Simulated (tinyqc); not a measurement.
n-type polysilicon, carrier trapping at grain boundaries: effect of the doping.

One-dimensional grains of size Lg, uniform ionised doping N, monovalent traps Qt at each boundary at a depth Et below (for electrons) or above (for holes) the band edge there, abrupt depletion of width W on each side of a boundary, Boltzmann statistics. xi is the distance from the band edge at the grain centre to the Fermi level. Trapped charge Qt/(1 + exp((xi + VB - Et)/Vt)) = 2 N W, barrier VB = q N W^2/(2 eps0 eps_r).

If the trap equation with xi = Vt ln(NB/N) has a root W < Lg/2, the grain is partly depleted; otherwise W = Lg/2 and the trap equation gives xi = Et - VB + Vt ln(Qt/(N Lg) - 1). N* = Qt/Lg. n0 = NB exp(-xi/Vt); mean density n0 (1 - 2 W/Lg) by charge balance in a partly depleted grain, and n0 (sqrt(pi)/2) erf(u)/u with u = sqrt(VB/Vt) in a fully depleted one; v = sqrt(kB T/(2 pi ms m0)); barrier resistivity Vt exp(VB/Vt)/(q fe n0 v Lg); grain resistivity (1 - 2 W/Lg)/(q n0 mug); effective mobility 1/(q mean density total resistivity). Rows with xi above 0.45 V, towards mid-gap, are left out, since the other carrier type is ignored.

Values chosen for this exercise; values of the order met in polycrystalline silicon:

| symbol | value | unit | meaning |
|---|---|---|---|
| T | 300 | K | temperature |
| eps_r | 11.7 |  | relative permittivity |
| NB | 2.8e19 | cm^-3 | conduction-band density of states at T |
| Lg | 36 | nm | grain size |
| Qt | 9.5e11 | cm^-2 | trap density of a grain boundary |
| Et | 0.46 | eV | depth of the trap level from the majority band edge at the boundary |
| ms | 0.47 | m0 | mass for thermionic emission |
| fe | 0.5 |  | correction factor of the emission rate |
| mug | 55 | cm^2/(V s) | mobility inside the grains |

Constants: q = 1.602176634e-19 C, kB = 1.380649e-23 J/K, m0 = 9.1093837015e-31 kg, Vt = kB T/q, eps0 = 8.8541878128e-14 F/cm where lengths are in cm. Results are converted to the units shown.

Results:
```
N (cm^-3)	N/N*	depleted share 2 W/Lg	VB (V)	xi (V)	mean density (cm^-3)	resistivity (ohm cm)	effective mobility (cm^2/(V s))
1.1e17	0.4168	1.000	0.02756	0.4411	7.992e11	6.097e4	128.1
2.3e17	0.8716	1.000	0.05763	0.3529	1.894e13	6421	51.32
9.8e17	3.714	0.2693	0.01780	0.08667	7.161e17	0.1310	66.52
2e18	7.579	0.1319	0.008724	0.06822	1.736e18	0.06526	55.09
4.1e18	15.54	0.06436	0.004255	0.04967	3.836e18	0.03247	50.12
8.4e18	31.83	0.03142	0.002077	0.03113	8.136e18	0.01603	47.85
```

Estimate the missing row, N = 4.8e17 cm^-3.

Computed row:
```
N (cm^-3)	N/N*	depleted share 2 W/Lg	VB (V)	xi (V)	mean density (cm^-3)	resistivity (ohm cm)	effective mobility (cm^2/(V s))
4.8e17	1.819	0.5498	0.03635	0.1051	2.161e17	0.3006	96.07
```

With this row back in the table: As N goes from 1.1e17 to 8.4e18, VB goes from 0.0276 through a maximum of 0.0576 (at N = 2.3e17 among the rows listed) to 0.00208 V, the resistivity falls from 61000 to 0.0160 ohm cm and the effective mobility moves up and down between 47.8 and 128 cm^2/(V s). The steepest fall of the resistivity among the rows, as N^(-13.6), lies between N = 2.3e17 and 4.8e17 cm^-3; N* = 2.64e17 cm^-3. While the grain is fully depleted VB grows as N; once the traps are full it falls as 1/N. For N = 4.1e18, 8.4e18 xi is under 2.5 Vt, where Boltzmann statistics begin to fail. For N = 9.8e17, 2e18, 4.1e18, 8.4e18 VB is below Vt, where abrupt depletion and thermionic emission are rough. For N = 4.8e17 the grain is near the changeover between partial and full depletion, within a few Debye lengths, where both limits are rough. For N = 1.1e17, 4.8e17, 9.8e17, 2e18 the effective mobility exceeds mug, since drift through the depleted part of the grain is left out.

Computed by the program tinyqc: `OMP_NUM_THREADS=1 python tinyqc.py 2830216 2830217 out.jsonl`, one thread of a shared Intel Xeon 2.30GHz, about 0.01 s for the whole run.
